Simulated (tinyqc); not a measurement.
Inside a calculation. Model: input admittance of a MOSFET at zero drain bias: distributed channel and distributed gate.

tinyqc, about 0.01 s, one thread, Intel Xeon 2.30GHz (shared host): `OMP_NUM_THREADS=1 python tinyqc.py 2262185 2262186 out.jsonl` Printed values are rounded.

Source and drain grounded, strong inversion, w = 2 pi f, Cox = eps0 eox/tox. The channel is an RC line of resistance 1/(mu Cox Vo) per square fed from both ends, so one finger has the intrinsic admittance y = i w Cox L tanh(g)/g per width, g = (1/2) sqrt(i w tau), tau = L^2/(mu Vo). The vertical resistance rv/L is in series with y, the overlaps 2 i w Cov in parallel: y_t = 1/(1/y + rv/L) + 2 i w Cov. The gate strip is a line of Rsh/L per length loaded by y_t, so a finger has Y = y_t Wf tanh(k)/k, k = (Wf/sd) sqrt(y_t Rsh/L); the device has Nf Y.

Values chosen for this exercise; values of the order met in silicon radio-frequency transistors: relative permittivity of the gate insulator (close to silicon dioxide) eox = 3.9; insulator thickness tox = 3.4 nm; channel length L = 1.6 um; finger width Wf = 0.59 um; number of fingers Nf = 8; channel mobility mu = 130 cm^2/(V s); gate overdrive Vo = 0.49 V; sheet resistance of the gate Rsh = 20 ohm/square; vertical resistivity of the gate stack rv = 0 ohm um^2; number of ends at which a finger is contacted sd = 1; overlap and fringe capacitance on each side Cov = 0.16 fF/um; frequency f = 1.8 GHz.

Constants: eps0 = 8.8541878128e-14 F/cm where lengths are in cm. Results are converted to the units shown.

## Low-frequency resistances and capacitance

Low-frequency limits, with c = Cox L and ct = c + 2 Cov: R_strip = Rsh Wf/(3 sd^2 L Nf), R_ch = (c/ct)^2 L/(12 mu Cox Vo Wf Nf), R_vert = (c/ct)^2 rv/(L Wf Nf), C = ct Wf Nf.

parts (ohm): strip 0.307292, channel 419.937, vertical 0
sum = 420.245 ohm
C = 78.2106 fF
1/(2 pi R C) = 4.84231 GHz

The channel term is the largest, 99.9 % of the sum.

## Admittance of the channel and stack per width

tau, g, c = Cox L, y and y_t as defined.

tau = 401.884 ps
g = 0.753757+0.753757i
c = 16.2500 fF/um
y = 57.605+157.672i uS/um
y_t = 57.605+161.291i uS/um

w tau = 4.55, and Im y is 0.858 of w c.

## Input impedance of the device

k and Y as defined; Z = 1/(Nf Y) = R + 1/(i w C); Q = |Im Z|/R; signal at the point farthest from a contact |1/cosh k|.

k = 0.0223147+0.0157255i
Nf Y = 0.272050+0.761168i mS
R = 416.369 ohm
C = 75.8994 fF
Q = 2.79789
signal at the far point = 0.999875

R is 0.92 % below its low-frequency limit and C is 3.0 % below its own.
